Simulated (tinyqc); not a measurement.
Worked calculation: valley-orbit splitting of a donor ground state, with strain. Computed by tinyqc, a small Python program that keeps every step. Command: `OMP_NUM_THREADS=1 python tinyqc.py 3008333 3008334 out.jsonl valleyorbit walk`. One thread of a shared host (Intel(R) Xeon(R) Processor @ 2.30GHz), about 0.01 s of CPU time with the checks. Intermediate numbers are printed to about 6 digits and carried at full precision; extremes and crossings named in words are read from the listed rows.

The basis is the 1s envelope in each valley; energies are counted from the unstrained conduction-band edge. The strain is e_s (a a^T - 1/3) for the unit stress axis a, so valley j along n_j moves by Xi_u e_s w_j with w_j = (n_j.a)^2 - 1/3: +1/6 for x and y, -1/3 for z. The splitting at the zone boundary that a [110] shear adds for <100> valleys is left out.

Inputs (values chosen for the exercise, for a model many-valley semiconductor): single-valley binding energy E_0 = 39.3 meV; central-cell shift Lambda = 5.79 meV; coupling Delta_1 = 4 meV; coupling Delta_2 = 1.79 meV; shear deformation potential Xi_u = 8.28 eV; shear strain e_s = -9.9e-05; temperature T = 77 K; donor density N_D = 1.4e+17 cm^-3; density-of-states mass of one valley m_e = 0.319 m_0.

Valleys: six along <100>. Stress axis: [110].

Constants: k_B = 8.617333262e-05 eV/K; m_0 = 9.1093837015e-31 kg; k_B = 1.380649e-23 J/K; h = 6.62607015e-34 J s.

## Levels without strain

By symmetry: E(A1) = E_0 + Lambda + 4 Delta_1 + Delta_2 (one state), E(T2) = E_0 + Lambda - Delta_2 (three), E(E) = E_0 + Lambda - 2 Delta_1 + Delta_2 (two), as binding energies.

E(A1) = 62.88 meV

E(T2) = 43.3 meV

E(E) = 38.88 meV

Only A1 has all valley amplitudes in phase, so only it has weight at the nucleus. Of the upper states T2 is bound more strongly, because Delta_1 is larger than Delta_2.

## The valley matrix under strain

H_jj = -(E_0 + Lambda) + Xi_u e_s w_j; H_jk = -Delta_2 between opposite valleys and -Delta_1 between perpendicular ones.

H (meV), rows +x, -x, +y, -y, +z, -z:
```
[[-45.22662, -1.79000, -4.00000, -4.00000, -4.00000, -4.00000],
 [-1.79000, -45.22662, -4.00000, -4.00000, -4.00000, -4.00000],
 [-4.00000, -4.00000, -45.22662, -1.79000, -4.00000, -4.00000],
 [-4.00000, -4.00000, -1.79000, -45.22662, -4.00000, -4.00000],
 [-4.00000, -4.00000, -4.00000, -4.00000, -44.81676, -1.79000],
 [-4.00000, -4.00000, -4.00000, -4.00000, -1.79000, -44.81676]]
```

## Levels and ground state under strain

Diagonalise H; the ground vector has positive components. The density at the nucleus, and so the contact hyperfine coupling, scales as (sum_j c_j)^2/(number of valleys), which is 1 without strain; the envelopes are held fixed.

levels (meV): [-62.8815, -43.4366, -43.4366, -43.0268, -39.0166, -38.7418]

valley amplitudes of the ground state: +x 0.410546, -x 0.410546, +y 0.410546, -y 0.410546, +z 0.403614, -z 0.403614

hyperfine ratio A/A_0 = 0.999936

The valleys that move down hold 67.4 % of the ground state, against 66.7 % without strain.

## Binding energy under strain

The binding energy is counted from the lowest valley edge, min_j Xi_u e_s w_j; the gap is from the ground state to the next level.

binding energy under strain = 62.7449 meV

gap to the first excited state = 19.4449 meV

## Populations and ionisation

z = sum over levels of exp(-(E - E_ground)/k_B T), the ground-state share being 1/z; N_c = 2 (2 pi m_e k_B T/h^2)^(3/2) sum_j exp(-(shift_j - lowest shift)/k_B T); n1 = N_c/(2 z) exp(-binding/k_B T), binding = lowest shift - E_ground; without compensation n = 2 N_D/(1 + sqrt(1 + 4 N_D/n1)) (Boltzmann statistics; p and higher states left out).

partition sum z = 1.21063

share of neutral donors in the ground state = 0.826014

N_c = 3.45704e+18 cm^-3

n1 = 1.11661e+14 cm^-3

free electrons n = 3.89837e+15 cm^-3

## Strain dependence

The contact hyperfine ratio is A/A_0 = (sum_j c_j)^2/(number of valleys), c_j the valley amplitudes of the ground state; binding from the lowest valley edge.

Against strain:
```
e_s        Xi_u e_s (w_max - w_min) (meV)  binding (meV)  gap to next level (meV)     A/A_0
-7.90e-04                        -3.27060        61.8842                  18.5842  0.996266
-3.00e-04                        -1.24200        62.4800                  19.1800  0.999426
-9.90e-05                        -0.40986        62.7449                  19.4449  0.999936
-3.00e-05                        -0.12420        62.8387                  19.5387  0.999994
3.00e-05                          0.12420        62.7973                  19.4973  0.999994
9.90e-05                          0.40986        62.6083                  19.3083  0.999934
3.00e-04                          1.24200        62.0665                  18.7665  0.999385
7.90e-04                          3.27060        60.8029                  17.5029  0.995532
```

A/A_0 falls for either sign of strain, to 0.996 and 0.996 at the ends; its limits are the shares of the valleys that end up lowest, 4/6 under compression and 2/6 under tension. Near zero strain A/A_0 changes in second order, the binding in first. The binding energy drops from 62.88 meV to 61.88 and 60.80 meV, since fewer valleys share the valley-orbit gain.

## Do the excited 1s states matter for ionisation?

No strain here. The last two columns set z = 1, with the A1 depth, or use one level at E_0 with z equal to the number of valleys.

Ionised share:
```
T (K)        z  all 1s states  ground state alone  no splitting
36     1.00632    7.93817e-05         7.96321e-05   1.45292e-03
61     1.09315    7.17507e-03         7.50060e-03   2.85397e-02
91     1.34075    6.10925e-02         7.03884e-02   1.25356e-01
130    1.75721    2.12606e-01         2.71150e-01   3.08805e-01
180    2.27465    4.39013e-01         5.75777e-01   5.29423e-01
290    3.13591    7.57836e-01         8.92818e-01   7.99351e-01
490    4.01972    9.24659e-01         9.78990e-01   9.34312e-01
```

z grows from 1.006 to 4.02 of at most 6. Leaving out the excited states overstates the ionised share by up to 31.2 % (at 180 K); ignoring the splitting misses by a factor 18.3 at the lowest T and 1.01 at the highest.

Checks made by the program: symmetry formulas against diagonalisation (relative difference below 1e-10).
